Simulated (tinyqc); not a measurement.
Koster-Slater impurity in an sp3s* host, step by step. Values are carried at full precision from step to step, so a last printed digit may differ when a step is redone from the rounded ones.

sp3s* tight binding, nearest neighbours only: anion (a) at 0, cation (c) at a/4 (1,1,1), orbitals s, px, py, pz, s* on each; k in units of 2 pi/a. With phases e_j = exp(i (pi/2) k.n_j) for n = (1,1,1), (1,-1,-1), (-1,1,-1), (-1,-1,1): g0 = (e1+e2+e3+e4)/4, g1 = (e1+e2-e3-e4)/4, g2 = (e1-e2+e3-e4)/4, g3 = (e1-e2-e3+e4)/4. The diagonal holds the levels Esa, Epa, Exa (s*) and Esc, Epc, Exc. Anion-cation block: <sa|sc> = Vss g0; <sa|xc> = Vsapc g1; <xa|sc> = -Vscpa g1; <xa|xc> = Vxx g0; <xa|yc> = <ya|xc> = Vxy g3, <xa|zc> = <za|xc> = Vxy g2, <ya|zc> = <za|yc> = Vxy g1; <s*a|xc> = Vxapc g1; <xa|s*c> = -Vpaxc g1; y and z take g2 and g3 in place of g1; s-s* and s*-s* vanish.

Inputs chosen for the exercise (out of a larger set: near a published set for Ge; not measured data):
```
symbol  value                                                                                          unit  meaning
p       (-5.865, 1.612, -5.865, 1.612, 6.379, 6.379, -6.78, 1.609, 4.917, 5.443, 5.443, 5.228, 5.228)  eV    order Esa, Epa, Esc, Epc, Exa, Exc, Vss, Vxx, Vxy, Vsapc, Vscpa, Vxapc, Vpaxc
N       4                                                                                                    mesh
V       -6                                                                                             eV    shift of the s level
```

## The gap of the host

Gaps from the top of the valence band to Gamma, to the minimum on (x,0,0) from 0.5 to 1, and to L; the smallest is Eg.

top of the valence band on the scale of the parameters = 0.0030 eV

gaps (eV): Gamma 0.9120, Delta 0.7671, L 0.7464

Eg (smallest gap of the host) = 0.74638 eV

## Where the weight lies

A defect on a cation site (c) shifts the s level there by Vs or the three p levels by Vp and leaves the rest. A level in the gap solves 1/Vs = G_s(E) (symmetry A1) or 1/Vp = G_p(E) (T2, threefold), with G(E) = (1/N^3) sum over k and bands of w/(E - e), where w is the weight of the state on the s orbital of that site, or the mean weight on its px, py, pz. Mesh: k = f1 (-1,1,1) + f2 (1,-1,1) + f3 (1,1,-1), f = (j + 1/2)/N, j = 0 to N - 1. Energies from the top of the valence band at Gamma; the s* orbital of the site is left as it is. An infinite shift removes the s or p orbitals, the model of the ideal vacancy: G(E) = 0.

For each band: mean energy over the mesh and summed weights; each column of weights adds to one.

Bands:
```
band  mean energy (eV)  s weight  p weight
1              -10.768    0.4297    0.0217
2               -7.019    0.2557    0.0737
3               -2.635    0.0088    0.1634
4               -2.122    0.0031    0.1655
5                1.114    0.1748    0.0644
6                1.685    0.0954    0.0739
7                5.340    0.0004    0.1649
8                5.800    0.0002    0.1610
9                9.150    0.0187    0.0443
10              10.124    0.0132    0.0671
```

The filled bands hold 0.697 of the s orbital and 0.424 of each p orbital of the cation. Filled states add positive terms to G in the gap and empty ones negative terms.

## Green functions across the gap

G at nine energies E = Eg j/8.

G(E) (1/eV):
```
E (eV)       G_s       G_p
0.0000  -0.14644   0.01294
0.0933  -0.16833  -0.01123
0.1866  -0.19463  -0.03423
0.2799  -0.22711  -0.05803
0.3732  -0.26861  -0.08443
0.4665  -0.32419  -0.11591
0.5598  -0.40407  -0.15696
0.6531  -0.53329  -0.21841
0.7464  -0.80600  -0.34306
```

Both fall with E, as dG/dE = -sum w/(E - e)^2 demands. G_s keeps its sign, so the vacancy has no level of this symmetry in the gap. G_p changes sign, so the vacancy has a level of this symmetry in the gap.

## A first estimate from the table

A defect that shifts the s level of its cation site by V has a level where the host Green function G_s(E) equals 1/V; E is counted from the top of the valence band. Find it by linear interpolation between the two rows that bracket it.

1/V = -0.16667 1/eV
estimated level = 0.086 eV

## The level and its weight on the defect

Solve by bisection with the full sum. The weight of the bound state on the shifted orbital is G^2/(-G'), which is also dE/dV.

level = 0.0868 eV
G'(E) = -0.25256 1/eV^2
weight on the defect orbital = 0.1100

The level lies 0.087 eV above the valence band and 0.660 eV below the conduction band. Only 11.0 % of it sits on the shifted orbital, the rest on other orbitals (the s* of the same site among them), so a shift of 1 eV moves the level by about 110 meV.

## Checks

- Sum of the s weights over all bands against one: both 1.00000.
- First moment of the s weights against the s level of the site, on the scale of the parameters: both -5.86500.

(tinyqc, `OMP_NUM_THREADS=1 python tinyqc.py 1481120 1481121 out.jsonl`, Intel(R) Xeon(R) Processor @ 2.30GHz, 1 thread, shared host, about 0.05 s.)
